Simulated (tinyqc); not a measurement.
Equilibrium crystal shape, supported particles, Gibbs-Thomson effect and coarsening: one step, computed by the program tinyqc.

A cubic crystal bounded by {100}, {110} and {111} facets only.

Task: Surface energies from broken bonds. A cut with normal n breaks sum_R |R.n|/(2 Omega) bonds per area (R over all neighbours of a shell) and makes two surfaces: gamma = sum over shells e_s sum_R |R.n|/(4 Omega). bcc: 8 neighbours a/2 (1,1,1), 6 at a (1,0,0), Omega = a^3/2.

Inputs (values chosen for the exercise, for a model metal): lattice constant a = 3.5 angstrom; first-neighbour bond energy e1 = 0.468 eV; second-neighbour bond energy e2 = 0.052 eV.

Surface energies: broken bonds, bcc.

Constants: 1 eV/angstrom^2 = 16.02176634 J/m^2.

Give: gamma; Omega.

Result:

gamma (J/m^2): (100) 1.292, (110) 0.962, (111) 1.178

Omega = 21.4375 angstrom^3

The lowest energy belongs to (110), the most densely packed plane of this lattice.
